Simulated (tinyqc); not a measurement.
Inside a calculation. Model: modulation-doped quantum well, Poisson-Schroedinger loop.

tinyqc, about 0.3 s, one thread, Intel Xeon 2.30GHz (shared host): `OMP_NUM_THREADS=1 python tinyqc.py 2140124 2140125 out.jsonl` Printed values are rounded.

A well of width L centred at z = 0 between barriers Vb; effective-mass electrons, parabolic bands. The electrons come from donor sheets outside the mesh, a share fL of Ns on the left and the rest on the right, so the structure is neutral. Energies are counted from the band edge of the well, with U = 0 on the first node in the Hartree part.

Inputs (values chosen for the exercise); material values close to those of GaN in AlGaN:
```
symbol   value   unit                               meaning
T           77      K                           temperature
md       0.202     m0                         in-plane mass
Vb       0.397     eV                        barrier height
eps_r     9.53           relative permittivity (all layers)
L         13.3     nm                            well width
hz         1.9     nm                             mesh step
Ns      5.9e11  cm^-2            sheet density of electrons
fL           1         share of the donors on the left side
Fz           0  kV/cm                 applied field along z
a          0.5                                mixing factor
```

Constants: q = 1.602176634e-19 C, kB = 1.380649e-23 J/K, hbar = 1.054571817e-34 J s, m0 = 9.1093837015e-31 kg, Vt = kB T/q, eps0 = 8.8541878128e-14 F/cm where lengths are in cm, hbar^2/(2 m0) = 0.0380998212 eV nm^2. Results are converted to the units shown.

## Fixed part of the potential

| node | z (nm) |
|---|---|
| 1 | -13.3 |
| 2 | -11.4 |
| 3 | -9.5 |
| 4 | -7.6 |
| 5 | -5.7 |
| 6 | -3.8 |
| 7 | -1.9 |
| 8 | 0 |
| 9 | 1.9 |
| 10 | 3.8 |
| 11 | 5.7 |
| 12 | 7.6 |
| 13 | 9.5 |
| 14 | 11.4 |
| 15 | 13.3 |

V0 = 0 in the well and Vb outside, plus q Fz z (1 kV/cm = 1e-4 eV/nm).

| node | fixed potential V0 (eV) |
|---|---|
| 1 | 0.397000 |
| 2 | 0.397000 |
| 3 | 0.397000 |
| 4 | 0.397000 |
| 5 | 0.000000 |
| 6 | 0.000000 |
| 7 | 0.000000 |
| 8 | 0.000000 |
| 9 | 0.000000 |
| 10 | 0.000000 |
| 11 | 0.000000 |
| 12 | 0.397000 |
| 13 | 0.397000 |
| 14 | 0.397000 |
| 15 | 0.397000 |

## Round 1: levels and probability densities

| node | self-consistent potential U at the start (eV) |
|---|---|
| 1 | 0 |
| 2 | 0 |
| 3 | 0 |
| 4 | 0 |
| 5 | 0 |
| 6 | 0 |
| 7 | 0 |
| 8 | 0 |
| 9 | 0 |
| 10 | 0 |
| 11 | 0 |
| 12 | 0 |
| 13 | 0 |
| 14 | 0 |
| 15 | 0 |

mass on the intervals 1/2, 3/2, ... (mean of both at an interface) (m0): [0.255, 0.255, 0.255, 0.255, 0.2285, 0.202, 0.202, 0.202, 0.202, 0.202, 0.202, 0.2285, 0.255, 0.255, 0.255, 0.255]

Tridiagonal Hamiltonian with psi = 0 one step beyond both ends: H_ii = C (1/m_(i-1/2) + 1/m_(i+1/2))/hz^2 + V0_i + U_i, H_(i,i+1) = -C/(m_(i+1/2) hz^2), C = hbar^2/(2 m0). The lowest 3 level(s) are kept, normalised to hz sum |psi|^2 = 1.

levels (eV): E1 0.0070801, E2 0.0276544, E3 0.0595291

| node | \|psi\|^2 of E1 (1/nm) | \|psi\|^2 of E2 (1/nm) | \|psi\|^2 of E3 (1/nm) |
|---|---|---|---|
| 1 | 0.000000 | 0.000000 | 0.000000 |
| 2 | 0.000000 | 0.000000 | 0.000000 |
| 3 | 0.000002 | 0.000007 | 0.000015 |
| 4 | 0.000233 | 0.000817 | 0.001469 |
| 5 | 0.024557 | 0.078576 | 0.122030 |
| 6 | 0.067860 | 0.125662 | 0.051186 |
| 7 | 0.108236 | 0.058097 | 0.023906 |
| 8 | 0.124541 | 0.000000 | 0.129104 |
| 9 | 0.108236 | 0.058097 | 0.023906 |
| 10 | 0.067860 | 0.125662 | 0.051186 |
| 11 | 0.024557 | 0.078576 | 0.122030 |
| 12 | 0.000233 | 0.000817 | 0.001469 |
| 13 | 0.000002 | 0.000007 | 0.000015 |
| 14 | 0.000000 | 0.000000 | 0.000000 |
| 15 | 0.000000 | 0.000000 | 0.000000 |

## Round 1: Fermi level and occupations

Level k holds N_k = D_k Vt ln(1 + exp((EF - E_k)/Vt)) with D = md m0 q/(pi hbar^2) per eV (spin included); EF is fixed by sum N_k = Ns.

EF = 0.0104692 eV
N_k (cm^-2): E1 5.49150e11, E2 4.05052e10, E3 3.44292e8

## Round 1: density, output potential and mixing

n_i = sum_k N_k |psi_k|^2 (converted to cm^-3). Hartree part by Gauss: on the interval after node i the enclosed sheet charge is S_i = fL Ns - hz sum_(j<=i) n_j, and U_(i+1) = U_i + q S_i hz/(eps0 eps_r) in eV, U_1 = 0. Mixing: U(new) = U + a (U(out) - U).

| node | n (1e17 cm^-3) | U(out) (eV) | U after round 1 (eV) |
|---|---|---|---|
| 1 | 0.00000 | 0.000000 | 0.0000000 |
| 2 | 0.00000 | 0.021285 | 0.0106425 |
| 3 | 0.00013 | 0.042570 | 0.0212850 |
| 4 | 0.01617 | 0.063855 | 0.0319275 |
| 5 | 1.67101 | 0.085129 | 0.0425644 |
| 6 | 4.23728 | 0.105257 | 0.0526287 |
| 7 | 6.17992 | 0.122481 | 0.0612407 |
| 8 | 6.84360 | 0.135469 | 0.0677347 |
| 9 | 6.17992 | 0.143766 | 0.0718832 |
| 10 | 4.23728 | 0.147827 | 0.0739137 |
| 11 | 1.67101 | 0.148984 | 0.0744920 |
| 12 | 0.01617 | 0.148995 | 0.0744976 |
| 13 | 0.00013 | 0.148995 | 0.0744976 |
| 14 | 0.00000 | 0.148995 | 0.0744976 |
| 15 | 0.00000 | 0.148995 | 0.0744976 |

## Course of the self-consistent loop

Start from U = 0. Stop when the largest |U(out) - U| is below 1e-7 eV, or after 60 rounds. From round 2 on: Anderson mixing of depth m keeps the last m inputs V and residuals F = V(out) - V(in), fits c by least squares to F = dF c over their successive differences dF, dV, and sets V(new) = V + a F - (dV + a dF) c. Here m = 4.

Course of the iteration:

| round | level E1 (eV) | EF (eV) | largest \|U(out) - U\| (eV) |
|---|---|---|---|
| 1 | 0.00708007 | 0.0104692 | 0.149 |
| 2 | 0.0685324 | 0.0721275 | 0.0526 |
| 3 | 0.107373 | 0.110958 | 9.79e-3 |
| 4 | 0.116521 | 0.120042 | 3.11e-4 |
| 5 | 0.116695 | 0.120217 | 6.10e-5 |
| 6 | 0.116671 | 0.120196 | 4.49e-6 |
| 7 | 0.116670 | 0.120195 | 5.55e-7 |
| 8 | 0.116670 | 0.120195 | 2.34e-7 |
| 9 | 0.116670 | 0.120195 | 7.43e-9 |

Converged in 9 rounds.

## Converged levels, occupations and centroid

| node | converged U (eV) |
|---|---|
| 1 | 0.000000 |
| 2 | 0.021285 |
| 3 | 0.042570 |
| 4 | 0.063855 |
| 5 | 0.085085 |
| 6 | 0.101685 |
| 7 | 0.111963 |
| 8 | 0.117556 |
| 9 | 0.120327 |
| 10 | 0.121476 |
| 11 | 0.121774 |
| 12 | 0.121777 |
| 13 | 0.121777 |
| 14 | 0.121777 |
| 15 | 0.121777 |

Solve for the levels with V0 + U, find EF, n_i = sum_k N_k |psi_k|^2 (in cm^-3); share of each level N_k/Ns; centroid sum n z/sum n.

levels (eV): E1 0.116670, E2 0.138716, E3 0.169721
EF = 0.120195 eV
shares (%): E1 94.2959, E2 5.6497, E3 0.0544

| node | n (1e17 cm^-3) |
|---|---|
| 1 | 0.00000 |
| 2 | 0.00001 |
| 3 | 0.00085 |
| 4 | 0.07925 |
| 5 | 6.75468 |
| 6 | 9.22282 |
| 7 | 6.83558 |
| 8 | 4.11725 |
| 9 | 2.36584 |
| 10 | 1.24105 |
| 11 | 0.43119 |
| 12 | 0.00409 |
| 13 | 0.00003 |
| 14 | 0.00000 |
| 15 | 0.00000 |

centroid = -2.42962 nm

With 400 intervals across the well and the same walls, E2 - E1 = 25.85 meV and EF - E1 = 3.784 meV; this mesh gives 22.05 and 3.525 meV.
